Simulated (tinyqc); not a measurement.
Position of the donor: hydrogenic donor in a hard-walled well (variational).

Trial function cos(pi z/L) exp(-r/lam), r measured from the donor at zi, walls at +/- L/2, one eps everywhere. Counted from the lowest subband, E(lam) = c/(m lam^2) - (q/eps) I0/I1, with I0 the integral of cos^2(pi z/L) exp(-2|z - zi|/lam) over the well and I1 the same with the factor (|z - zi| + lam/2); c = hbar^2/2m0, q = e^2/(4 pi eps0). The binding energy is -E at the minimum.

Constants: hbar^2/2m0 = 3.80998211 eV angstrom^2; e^2/(4 pi eps0) = 14.39964547 eV angstrom.

Inputs chosen for the exercise (out of a larger set: near those of InGaAs; not measured data): m = 0.042 m0 (mass); eps = 13.9 (dielectric constant); L = 662 angstrom (well width).

Ry* = 2.9576 meV

Fixed width; zi from the centre to the wall.

Binding:

| 2 zi/L | zi (angstrom) | lam (angstrom) | binding (meV) | in Ry* |
|---|---|---|---|---|
| 0.0 | 0.0 | 182.6 | 4.15 | 1.404 |
| 0.2 | 66.2 | 182.9 | 4.02 | 1.360 |
| 0.4 | 132.4 | 186.6 | 3.62 | 1.223 |
| 0.6 | 198.6 | 207.0 | 2.93 | 0.989 |
| 0.9 | 297.9 | 322.0 | 1.89 | 0.639 |
| 1.0 | 331.0 | 365.4 | 1.68 | 0.569 |

Give the missing row, 2 zi/L = 0.8.

Computed row:
```
2 zi/L  zi (angstrom)  lam (angstrom)  binding (meV)  in Ry*
0.8             264.8           275.2           2.17   0.734
```

Uniform doping spreads the level over 2.47 meV, from 4.15 at the centre to 1.68 at the wall, while lam grows by 100 %. The slope is flat at the centre, which gives a peak in the density of donor states there, and steepest between 2 zi/L = 0.6 and 0.8.

Program tinyqc; command `OMP_NUM_THREADS=1 python tinyqc.py 1280032 1280033 out.jsonl`; about 0.03 s on one thread of a shared Intel(R) Xeon(R) Processor @ 2.30GHz.
